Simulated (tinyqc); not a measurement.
Worked calculation: exchange-only LDA atom on a uniform radial grid, spin-unpolarised, for B+. Computed by tinyqc, a small Python program that keeps every step. Settings: Z = 5, points = 128, R = 11.6, functional = Slater exchange alone, mixing = 1.0, iteration cap = 82. Command: `OMP_NUM_THREADS=1 python tinyqc.py 31848 31849 out.jsonl` (the two numbers bound the seeds that draw the settings). One thread of a shared host (Intel(R) Xeon(R) Processor @ 2.60GHz), about 0.06 s of CPU time with the checks. Later iterations appear only in the table of the cycle.

## Iteration 1

Spherical atom on a uniform radial grid r_j = j h with h = R/(N + 1), h sum u^2 = 1 and integrals as h times sums, u(0) = u(R) = 0 (atomic units):
```
parameter            value
Z                        5
points N               128
R                11.600000
h                 0.089922
mixing            1.000000
electrons in 1s          2
electrons in 2s          2
```

Three-point differences turn -u''/2 + [l(l+1)/2r^2 - Z/r + V] u = e u into a tridiagonal matrix (diagonal 1/h^2 + potential, off-diagonal -1/2h^2). D = sum f u^2; the Hartree potential y/r solves y'' = -D/r with y(0) = 0, y(R) = N_e; v_xc comes from rho = D/(4 pi r^2); E = sum f e - int D V + int D (V_H/2 + eps_xc); V(new) = V + mixing (V_H + v_xc - V).

eigenvalues (hartree): 1s -11.925054, 2s -3.086485

Every 8th grid point:
```
r              V in     u(1s)      u(2s)         D       V_H       v_xc
0.719380   0.000000  0.470641  -0.730093  1.509077  4.564751  -0.605135
1.438760   0.000000  0.028837  -0.815812  1.332762  2.708580  -0.365746
2.158140   0.000000  0.001325  -0.349396  0.244158  1.849460  -0.158523
2.877519   0.000000  0.000054  -0.110488  0.024415  1.389898  -0.060738
3.596899   0.000000  2.07e-06  -0.029972  0.001797  1.112061  -0.021934
4.316279   0.000000  7.62e-08  -0.007407  0.000110  0.926724  -0.007649
5.035659   0.000000  2.72e-09  -0.001719  0.000006  0.794335  -0.002607
5.755039   0.000000  9.54e-11  -0.000382  2.91e-07  0.695043  -0.000874
6.474419   0.000000         0  -0.000082  1.34e-08  0.617816  -0.000290
7.193798   0.000000         0  -0.000017  5.84e-10  0.556034  -0.000095
7.913178   0.000000         0  -3.49e-06  2.44e-11  0.505486  -0.000031
8.632558   0.000000         0  -7.02e-07         0  0.463362   0.000000
9.351938   0.000000         0  -1.39e-07         0  0.427719   0.000000
10.071318  0.000000         0  -2.71e-08         0  0.397167   0.000000
10.790698  0.000000         0  -5.13e-09         0  0.370690   0.000000
11.510078  0.000000         0  -3.41e-10         0  0.347522   0.000000
```

total energy = -21.72400420 hartree

## Iteration 2

As before.

eigenvalues (hartree): 1s -5.639241, 2s -0.465748

Every 8th grid point:
```
r              V in     u(1s)      u(2s)         D       V_H       v_xc
0.719380   3.959616  0.611881  -0.269670  0.894240  3.908605  -0.508276
1.438760   2.342835  0.077476  -0.704378  1.004303  2.423616  -0.332826
2.158140   1.690937  0.008218  -0.648086  0.840167  1.768804  -0.239326
2.877519   1.329160  0.000818  -0.463748  0.430126  1.369769  -0.158042
3.596899   1.090127  0.000079  -0.298132  0.177766  1.107154  -0.101450
4.316279   0.919074  0.000008  -0.181231  0.065689  0.925526  -0.064468
5.035659   0.791728  7.10e-07  -0.106496  0.022683  0.794041  -0.040811
5.755039   0.694169  6.65e-08  -0.061155  0.007480  0.694971  -0.025794
6.474419   0.617527  6.20e-09  -0.034527  0.002384  0.617798  -0.016289
7.193798   0.555939  5.76e-10  -0.019234  0.000740  0.556030  -0.010280
7.913178   0.505455  5.33e-11  -0.010593  0.000224  0.505485  -0.006482
8.632558   0.463362         0  -0.005766  0.000066  0.463362  -0.004078
9.351938   0.427719         0  -0.003083  0.000019  0.427719  -0.002547
10.071318  0.397167         0  -0.001578  4.98e-06  0.397167  -0.001551
10.790698  0.370690         0  -0.000687  9.45e-07  0.370690  -0.000851
11.510078  0.347522         0  -0.000071  9.95e-09  0.347522  -0.000179
```

total energy = -22.61050059 hartree

## Iteration 3

As before.

eigenvalues (hartree): 1s -6.729185, 2s -0.709934

Every 8th grid point:
```
r              V in     u(1s)      u(2s)         D       V_H       v_xc
0.719380   3.400329  0.574024  -0.365156  0.925686  4.064821  -0.514165
1.438760   2.090791  0.060662  -0.777513  1.216411  2.513754  -0.354777
2.158140   1.529478  0.005289  -0.621376  0.772273  1.804505  -0.232697
2.877519   1.211726  0.000430  -0.384981  0.296421  1.381309  -0.139598
3.596899   1.005704  0.000034  -0.212387  0.090216  1.110521  -0.080921
4.316279   0.861058  2.60e-06  -0.109758  0.024093  0.926454  -0.046147
5.035659   0.753230  1.98e-07  -0.054436  0.005927  0.794288  -0.026091
5.755039   0.669177  1.49e-08  -0.026262  0.001379  0.695035  -0.014682
6.474419   0.601509  1.11e-09  -0.012426  0.000309  0.617815  -0.008242
7.193798   0.545750  8.29e-11  -0.005795  0.000067  0.556034  -0.004620
7.913178   0.499003         0  -0.002674  0.000014  0.505486  -0.002589
8.632558   0.459284         0  -0.001222  2.99e-06  0.463362  -0.001449
9.351938   0.425172         0  -0.000552  6.10e-07  0.427719  -0.000809
10.071318  0.395617         0  -0.000243  1.18e-07  0.397167  -0.000445
10.790698  0.369838         0  -0.000094  1.78e-08  0.370690  -0.000227
11.510078  0.347343         0  -0.000009  1.70e-10  0.347522  -0.000046
```

total energy = -22.65486678 hartree

## Convergence

Stop when input and output potentials agree to 1e-7.

Course of the cycle (hartree):
```
iteration             E       e(1s)      e(2s)  largest |V(out) - V(in)|
1          -21.72400420  -11.925054  -3.086485                  8.36e+00
2          -22.61050059   -5.639241  -0.465748                  1.71e+00
3          -22.65486678   -6.729185  -0.709934                  4.09e-01
4          -22.65739791   -6.464029  -0.642458                  9.59e-02
5          -22.65753758   -6.526194  -0.657809                  2.26e-02
6          -22.65754535   -6.511523  -0.654154                  5.32e-03
7          -22.65754578   -6.514980  -0.655014                  1.25e-03
8          -22.65754581   -6.514166  -0.654811                  2.95e-04
9          -22.65754581   -6.514358  -0.654859                  6.96e-05
10         -22.65754581   -6.514312  -0.654848                  1.64e-05
11         -22.65754581   -6.514323  -0.654851                  3.87e-06
12         -22.65754581   -6.514320  -0.654850                  9.12e-07
13         -22.65754581   -6.514321  -0.654850                  2.15e-07
14         -22.65754581   -6.514321  -0.654850                  5.07e-08
```

Converged in 14 iterations. A uniform grid resolves the cusp poorly: for a bare nucleus this grid gives 1s at -11.92505 against -Z^2/2 = -12.5 hartree. Before convergence this energy mixes input and output and is not variational, so it may rise towards its limit.
